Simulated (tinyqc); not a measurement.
## Depth and level of a trap from the time ratio

Problem. For an oxide trap tc/te = exp(E/Vt) with E = E0 - dpsi - (xt/tox)(Vg - VT - dpsi), dpsi being the rise of the surface potential above its value at threshold. Find xt and E0, and the depth that would be read if dpsi were ignored.

Values chosen for this exercise: temperature T = 200 K; insulator thickness tox = 1 nm.

Constants: q = 1.602176634e-19 C, kB = 1.380649e-23 J/K, Vt = kB T/q. Results are converted to the units shown.

Vg - VT (V): 0.27  0.42
tc/te: 3.5876825  0.082220327
dpsi (V): 0.049971004  0.058430460

Answer. E + dpsi is a straight line in the oxide voltage Vg - VT - dpsi with slope -xt/tox and intercept E0. Ignoring dpsi assigns the motion of the bands to the trap and overstates its depth.

xt = 0.400 nm
E0 = 0.160 eV
depth read without dpsi = 0.434 nm

Program tinyqc, `OMP_NUM_THREADS=1 python tinyqc.py 2710066 2710067 out.jsonl`; Intel Xeon 2.30GHz, shared host, one thread, about 0.01 s.
